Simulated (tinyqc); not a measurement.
## Programming of a floating-gate cell by Fowler-Nordheim tunnelling: threshold shift against time

Per tunnel area the floating gate has Ctun = 3.9 eps0/tox to the channel (0 V) and Ccg to the control gate, Ct = Ctun/(1 - ag), no other coupling. With the threshold shift U = -Q/Ccg the field is F = ag (Vg - U)/tox, and dU/dt = J/Ccg. Fowler-Nordheim: J = A F^2 exp(-B/F), A = q^2/(16 pi^2 hbar mo phi) (times 1e14 for A/cm^2 with F in V/nm, emitter mass m0), B = (4/3) sqrt(mo/C) phi^1.5, C = hbar^2/(2 m0).

Exact: exp(B/F(t)) = exp(B/F(0)) + K t, K = A B ag/(Ccg tox), and U = Vg - tox F/ag.

Parameters, values chosen for the exercise; oxide values close to those of silicon dioxide: tunnel barrier phi = 3.02 eV; tunnelling mass mo = 0.48 m0; tunnel oxide thickness tox = 9.1 nm; coupling ratio Ccg/Ct ag = 0.64; threshold shift at the start Vt0 = -2.6 V; control-gate voltage Vg = 13.1 V.

Constants: q = 1.602176634e-19 C, hbar = 1.054571817e-34 J s, m0 = 9.1093837015e-31 kg, eps0 = 8.8541878128e-14 F/cm where lengths are in cm, hbar^2/(2 m0) = 0.0380998212 eV nm^2. Results are converted to the units shown.

Result of one run:

| t (s) | F (V/nm) | J (A/cm^2) | U (V) | dU/dlog10 t (V) |
|---|---|---|---|---|
| 7.2e-5 | 1.0362 | 0.0044424 | -1.6335 | 1.0917 |

What becomes of these results when the time t is changed from 7.2e-5 to 0.46 s, all else the same?

Result of the changed run:

| t (s) | F (V/nm) | J (A/cm^2) | U (V) | dU/dlog10 t (V) |
|---|---|---|---|---|
| 0.46 | 0.76488 | 4.9114e-7 | 2.2244 | 0.77114 |

The whole series:

| t (s) | F (V/nm) | J (A/cm^2) | U (V) | dU/dlog10 t (V) |
|---|---|---|---|---|
| 9.1e-7 | 1.1021 | 0.021082 | -2.5709 | 0.065482 |
| 3.9e-6 | 1.0960 | 0.018378 | -2.4837 | 0.24465 |
| 1.7e-5 | 1.0761 | 0.011665 | -2.2015 | 0.67685 |
| 7.2e-5 | 1.0362 | 0.0044424 | -1.6335 | 1.0917 |
| 0.00031 | 0.98418 | 0.0011290 | -0.89386 | 1.1946 |
| 0.0013 | 0.93304 | 2.5444e-4 | -0.16670 | 1.1290 |
| 0.0058 | 0.88381 | 5.1820e-5 | 0.53334 | 1.0259 |
| 0.025 | 0.84021 | 1.0896e-5 | 1.1532 | 0.92977 |
| 0.11 | 0.80013 | 2.2472e-6 | 1.7232 | 0.84373 |
| 0.46 | 0.76488 | 4.9114e-7 | 2.2244 | 0.77114 |
| 2 | 0.73176 | 1.0340e-7 | 2.6953 | 0.70583 |

U rises from -2.57 to 2.70 V, while J falls by 5.31 decades, at the end as t^(-1.06). Well past t0 = 2.13e-5 s the stored charge chokes the field and U gains only 0.706 V a decade.

Range of the model: Programming fields of 10 MV/cm and more wear the oxide; trapping and the channel potential are ignored.

Computed by the program tinyqc: `OMP_NUM_THREADS=1 python tinyqc.py 2130068 2130069 out.jsonl`, one thread of a shared Intel Xeon 2.30GHz, about 0.01 s for the whole run.
